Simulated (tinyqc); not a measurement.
# Voltage acceleration of oxide breakdown, four models on the same data: lifetime against voltage in four models

Field E = V/tox in MV/cm. Models: ln(t63/1 s) = a - c X with X = E (E model), -1/E (1/E model), ln V (power law, c the exponent n) or sqrt(E).

a and c were fitted to stress data from 4.4 to 6.09 V. Project to Vu, multiply by exp[(Ea q/kB)(1/Tu - 1/Ts)] and by ks; ten years are 3.15576e8 s.

Parameters, values chosen for the exercise:

| symbol | value | unit | meaning |
|---|---|---|---|
| tox | 5.5 | nm | oxide thickness |
| Ts | 423 | K | stress temperature |
| Tu | 378 | K | use temperature |
| Ea | 0.52 | eV | activation energy |
| ks | 6.3e-6 |  | factor for area and percentile |

Constants: q = 1.602176634e-19 C, kB = 1.380649e-23 J/K. Results are converted to the units shown.

```
model         c         a
E       4.59182   54.7690
1/E     401.001  -31.8839
power   43.1530   82.0877
sqrt E  28.1939   97.8412
```

Lifetime against voltage in four models:
```
Vu (V)  log10 years, E  log10 years, 1/E  log10 years, power  log10 years, sqrt E
2.16             3.992             18.54               9.255                6.264
2.64             2.252             10.47               5.495                3.703
3.12            0.5111             4.891               2.364                1.366
3.6             -1.229            0.7974             -0.3181              -0.7966
4.08            -2.970            -2.333              -2.664               -2.820
4.56            -4.710            -4.804              -4.748               -4.727
5.04            -6.450            -6.804              -6.624               -6.536
5.52            -8.191            -8.457              -8.329               -8.261
```

What does the comparison show?

The four agree within 0.27 decades in the last row, inside the stress range, and part by 14.5 decades in the first. The local exponent -d ln t/d ln V is c E for the E model, which shrinks as V falls, constant for the power law, and c/E for the 1/E model, which grows as V falls.

Range of the model: All four laws are empirical fits; none is established far below the stress range.

Numbers from tinyqc (`OMP_NUM_THREADS=1 python tinyqc.py 2070038 2070039 out.jsonl`; about 0.01 s on one thread of a shared Intel Xeon 2.30GHz).
